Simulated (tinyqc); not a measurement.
## p-n heterojunction, non-linear Poisson equation by Newton steps, Fermi-Dirac statistics: effect of the donor density of material 2

One dimension, material 1 (p-type) at x < 0 and material 2 (n-type) at x > 0. Band edges: Ec = -psi in material 1 and -psi + dEc in material 2, Ev = Ec - Eg. Flat quasi-Fermi levels: 0 for holes, +V for electrons. n = Nc F((EFn - Ec)/Vt), p = Nv F((Ev - EFp)/Vt), with F(eta) = F_1/2(eta) = (2/sqrt(pi)) int_0^infinity sqrt(u) du/(1 + exp(u - eta)) (Fermi-Dirac statistics); full ionisation, no interface charge, classical densities; the doping types are chosen for the exercise.

Exact first integral: on each side D^2/(2 eps0 er) = G, G = q [Vt (nI_j - nI_b) + Vt (pI_j - pI_b) - C (psi_j - psi_b)], with C = -N1 or +N2, b the neutral end of that side, and nI, pI the densities with F_1/2 replaced by F_3/2(eta) = (4/(3 sqrt(pi))) int_0^infinity u^(3/2) du/(1 + exp(u - eta)). D is continuous, so er1 G1(psi_j) = er2 G2(psi_j) fixes psi_j. Ends from Nv1 F((-psi_L - Eg1)/Vt) = N1 and Nc2 F((V + psi_R - dEc)/Vt) = N2. D is counted positive when psi rises towards material 2. Depletion (Anderson) capacitance C^2 = q eps0 er1 er2 N1 N2/(2 (er1 N1 + er2 N2)(psi_R - psi_L)). -dD/dV is the change of the displacement at the interface with both quasi-Fermi levels flat; it is the terminal capacitance only while neither side holds an inversion layer. n_j and p_j are densities at the interface.

Inputs (values chosen for the exercise); band and dielectric values those of a made-up pair:
- T = 250 K (temperature)
- Eg1 = 1.22 eV (band gap of material 1)
- er1 = 11.5 (relative permittivity of material 1)
- Nc1 = 3.7e17 cm^-3 (conduction-band density of states of material 1)
- Nv1 = 6.41e18 cm^-3 (valence-band density of states of material 1)
- Eg2 = 0.69 eV (band gap of material 2)
- er2 = 15.2 (relative permittivity of material 2)
- Nc2 = 7.91e18 cm^-3 (conduction-band density of states of material 2)
- Nv2 = 4.94e18 cm^-3 (valence-band density of states of material 2)
- dEc = -0.29 eV (conduction-band offset Ec2 - Ec1)
- N1 = 1.9e18 cm^-3 (acceptor density of material 1)
- V = 0 V (bias of side 1 against side 2)

Constants: q = 1.602176634e-19 C, kB = 1.380649e-23 J/K, Vt = kB T/q, eps0 = 8.8541878128e-14 F/cm where lengths are in cm. Results are converted to the units shown.

Result of one run:

| psi_R - psi_L (V) | psi_j - psi_L (V) | psi_R - psi_j (V) | D/q (cm^-2) | n_j in 1 (cm^-3) | p_j in 2 (cm^-3) | -dD/dV (nF/cm^2) | depletion C (nF/cm^2) |
|---|---|---|---|---|---|---|---|
| 0.8208 | 0.2011 | 0.6197 | 2.076e12 | 0.003240 | 6.337e18 | 17.64 | 133.6 |

Which donor density of material 2 N2 gave this result: 1.5e17, 2.1e18, 4.2e18, 8.1e18 or 1.6e19 cm^-3?

N2 = 1.5e17 cm^-3.

The whole series:

| N2 (cm^-3) | psi_R - psi_L (V) | psi_j - psi_L (V) | psi_R - psi_j (V) | D/q (cm^-2) | n_j in 1 (cm^-3) | p_j in 2 (cm^-3) | -dD/dV (nF/cm^2) | depletion C (nF/cm^2) |
|---|---|---|---|---|---|---|---|---|
| 1.5e17 | 0.8208 | 0.2011 | 0.6197 | 2.076e12 | 0.003240 | 6.337e18 | 17.64 | 133.6 |
| 2.9e17 | 0.8351 | 0.2139 | 0.6213 | 2.149e12 | 0.005860 | 4.095e18 | 44.84 | 176.5 |
| 5.7e17 | 0.8499 | 0.2586 | 0.5914 | 2.387e12 | 0.04669 | 6.553e17 | 173.5 | 227.5 |
| 1.1e18 | 0.8646 | 0.3781 | 0.4865 | 2.930e12 | 12.00 | 2.672e15 | 285.9 | 278.8 |
| 2.1e18 | 0.8795 | 0.5179 | 0.3616 | 3.458e12 | 7904 | 4.057e12 | 332.1 | 323.4 |
| 4.2e18 | 0.8964 | 0.6561 | 0.2403 | 3.911e12 | 4.819e6 | 6.653e9 | 368.5 | 358.9 |
| 8.1e18 | 0.9143 | 0.7583 | 0.1559 | 4.215e12 | 5.552e8 | 5.775e7 | 389.7 | 379.4 |
| 1.6e19 | 0.9362 | 0.8347 | 0.1015 | 4.428e12 | 1.920e10 | 1.670e6 | 400.3 | 389.7 |

As N2 goes from 1.5e17 to 1.6e19, the total bending rises from 0.821 to 0.936 V and the sheet charge D/q rises from 2.08e12 to 4.43e12 cm^-2; the share of the bending in material 1 rises from 24.5 to 89.2 %. The capacitance departs most from the depletion formula at N2 = 1.5e17, where it is 87 % below it, and there the holes at the interface in material 2 outnumber its donors: an inversion layer has formed, which screens D from the bias. For N2 = 1.5e17 the carriers at the interface are degenerate and confined to a layer thin enough for quantisation, which is left out.

Program tinyqc, `OMP_NUM_THREADS=1 python tinyqc.py 2040134 2040135 out.jsonl`; Intel Xeon 2.30GHz, shared host, one thread, about 0.2 s.
